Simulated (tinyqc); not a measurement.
Which input was changed? Model: vibrations of a mass or spring defect in a linear chain. Computed by tinyqc, a small Python program. Command: `OMP_NUM_THREADS=1 python tinyqc.py 3006864 3006865 out.jsonl localmode which`. One thread of a shared host (Intel(R) Xeon(R) Processor @ 2.30GHz), about 0.2 s of CPU time with the checks.

A ring of N atoms with nearest-neighbour springs k and motion along the chain. Atom 1 is the defect, of mass M', and its two springs are k'. All other atoms have the mass M.

Inputs (values chosen for the exercise, for a model chain):

| quantity | value | unit |
|---|---|---|
| spring constant k | 3.31 | eV/angstrom^2 |
| host mass M | 73.5 | u |
| defect mass M' | 34.5 | u |
| spring ratio k'/k at the defect | 1 | - |

Host: monatomic.

Constants: nu for 1 eV/(angstrom^2 u) = 15.6333042 THz.

Method:
- Host band: lambda from 0 to 4k/M.
- nu = 15.6333042 THz x sqrt(lambda), lambda in eV/(angstrom^2 u).
- D_ii = (sum of the two springs at i)/M_i, D_ij = -k_ij/sqrt(M_i M_j) for neighbours, closed into a ring.
- The same matrix for 120 atoms; amplitudes are the mass-weighted eigenvector, in size, relative to the defect, for the highest mode; its weight is the squared component of the normalised eigenvector on the defect.

Problem. One of these inputs alone was changed, within the range given: spring constant k (1.655 to 6.62); host mass M (36.75 to 147); defect mass M' (17.25 to 69); spring ratio k'/k at the defect (0.5 to 2). Which one, and to what value?

Results:

| run | weight of the highest mode on the defect | ratio to the top of the host band | highest frequency, long ring (THz) |
|---|---|---|---|
| before | 0.6933333 | 1.179781 | 7.828033 |
| after | 0.6379853 | 1.131850 | 7.992104 |

Solution.

Each candidate set to reproduce weight of the highest mode on the defect, and what it then gives:

| candidate | range searched | value needed | ratio to the top of the host band | highest frequency, long ring (THz) |
|---|---|---|---|---|
| spring constant k (eV/angstrom^2) | 1.655 to 6.62 | no effect | - | - |
| host mass M (u) | 36.75 to 147 | 64.90 | 1.1318 | 7.9921 |
| defect mass M' (u) | 17.25 to 69 | 39.07 | 1.1318 | 7.5100 |
| spring ratio k'/k at the defect | 0.5 to 2 | 0.8502 | 1.0984 | 7.2877 |

Only host mass M fits every result: it went from 73.5 to 64.9 u. The next best candidate, defect mass M', misses one result by 6.0 %.
